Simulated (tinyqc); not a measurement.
Worked calculation: extended Hueckel theory, for H4. One step of it, computed by the program tinyqc.

Task: Orbitals. Solve H C = S C e through S^(-1/2); fill by pairs from the bottom, a degenerate level sharing its electrons equally; each orbital has its largest coefficient positive (the first on a tie).

H (eV):
```
,1H 1s,2H 1s,3H 1s,4H 1s
1H 1s,-13.600000,-11.456697,-1.699747,-0.275643
2H 1s,-11.456697,-13.600000,-8.192170,-1.699747
3H 1s,-1.699747,-8.192170,-13.600000,-11.456697
4H 1s,-0.275643,-1.699747,-11.456697,-13.600000
```

overlap S:
```
,1H 1s,2H 1s,3H 1s,4H 1s
1H 1s,1.000000,0.481374,0.071418,0.011582
2H 1s,0.481374,1.000000,0.344209,0.071418
3H 1s,0.071418,0.344209,1.000000,0.481374
4H 1s,0.011582,0.071418,0.481374,1.000000
```

valence electrons = 4

Give: orbital energies; occupations; coefficients; sum of one-electron energies.

Result:

orbital energies (eV): -17.989  -15.734  -6.818  3.063

occupations: 2.000  2.000  0.000  0.000

coefficients:
```
,MO1,MO2,MO3,MO4
1H 1s,0.318,0.522,0.732,-0.641
2H 1s,0.428,0.351,-0.544,0.952
3H 1s,0.428,-0.351,-0.544,-0.952
4H 1s,0.318,-0.522,0.732,0.641
```

sum of one-electron energies = -67.444 eV
